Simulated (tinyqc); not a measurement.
Self-heating of a transistor with one or more fingers, with temperature-dependent conductivity. Changing the finger pitch s. Computed by tinyqc, a small Python program. Command: `OMP_NUM_THREADS=1 python tinyqc.py 3013540 3013541 out.jsonl selfheat sweep`. One thread of a shared host (Intel(R) Xeon(R) Processor @ 2.30GHz), about 0.08 s of CPU time with the checks.

N long parallel fingers lie on the top face of a slab whose bottom is held at T_0; the top is otherwise insulated, and heat flows in two dimensions. P in W/mm is 1000 P in W/m.

Inputs (values chosen for the exercise, modelled on silicon):
```
quantity,value,unit
conductivity at the base temperature kappa_0,145,W/(m K)
exponent m in kappa ~ T^-m,1.39,-
base temperature T_0,298,K
power per gate width P,0.9,W/mm
fingers N,5,-
width of the heat source w,0.23,micrometre
substrate thickness t,51,micrometre
phonon free path Lambda,140,nm
```

Power: fixed power.

Method:
- A line source of power P on the top face raises the top at distance x by (P/(pi kappa_0)) g(x), g(x) = -ln tanh(pi x/(4 t)) (the image sum for the slab). On a strip of width w the centre sees the mean of g over the strip, g_0 = 1 + ln(8 t/(pi w)) for w much below t.
- theta_i = (P/(pi kappa_0)) [g_0 + sum over j != i of g(|i - j| s)], with equal powers and constant conductivity; thermal resistance = largest theta/P.
- Kirchhoff transformation for kappa = kappa_0 (T/T_0)^-m: T = T_0 [1 - (m - 1) theta/T_0]^(-1/(m - 1)), where theta is the linear rise.
- The bracket vanishes at the power P T_0/((m - 1) theta).

One run for each value:
```
finger pitch s (micrometre),thermal resistance (K mm/W),true rise (K),peak temperature (K)
4.0,37.563,36.663,334.66
6.9,32.829,31.709,329.71
12.0,28.131,26.892,324.89
20.0,24.049,22.786,320.79
35.0,20.238,19.017,317.02
59.0,17.776,16.615,314.62
100.0,16.527,15.406,313.41
170.0,16.152,15.044,313.04
```

Over the rows, thermal resistance (K mm/W) falls from 37.6 to 16.2 (exponent d ln y / d ln x -0.25 between the first rows and -0.043 between the last); true rise (K) falls from 36.7 to 15.0 (exponent d ln y / d ln x -0.27 between the first rows and -0.045 between the last); peak temperature (K) falls from 335 to 313 (exponent d ln y / d ln x -0.027 between the first rows and -0.0022 between the last). Coupling dies exponentially once the pitch passes about the thickness, 51 micrometre. Left out: 300 (the run failed its checks).

Caution (all rows): the source is narrower than two phonon free paths, so the Fourier result understates the rise at the source.

Extremes, crossings and ranges named in words are read from the listed rows.
